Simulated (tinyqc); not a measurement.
Collinear exchange A + BC -> AB + C on a London-Eyring-Polanyi-Sato surface: saddle, string of images and rate: one step, computed by the program tinyqc.

x = r(AB), y = r(BC), r(AC) = x + y. V is counted from separated atoms, the barrier from A + BC, that is V + D(BC).

Task: Transition-state rate. One-dimensional rate constant without tunnelling, k = sqrt(k_B T/(2 pi mu)) [sinh(h nu_BC/(2 k_B T))/sinh(h nu_s/(2 k_B T))] exp(-barrier/(k_B T)) with mu = m_A (m_B + m_C)/(m_A + m_B + m_C); Wigner factor 1 + (h nu_i/(k_B T))^2/24; adiabatic barrier = barrier + h (nu_s - nu_BC)/2.

Inputs (values chosen for the exercise, bond data loosely for abstraction of hydrogen from a Ge-H bond by a hydrogen atom; the barrier is not fitted):
```
quantity       value  unit
mass of A      1.008     u
mass of B      1.008     u
mass of C       72.6     u
temperature T    700     K
```

barrier = 0.4089619 eV

real frequency at the saddle = 29.55444 THz

nu_BC = 60.91790 THz

imaginary frequency = 58.10129 THz

Constants: h x 1 THz = 4.135667696 meV; k_B = 1.380649e-23 J/K; u = 1.6605390666e-27 kg; k_B = 8.617333262e-05 eV/K.

Give: adiabatic barrier; rate constant k; Wigner factor.

Result:

adiabatic barrier = 0.3441 eV

rate constant k = 364.6 cm/s

Wigner factor = 1.661
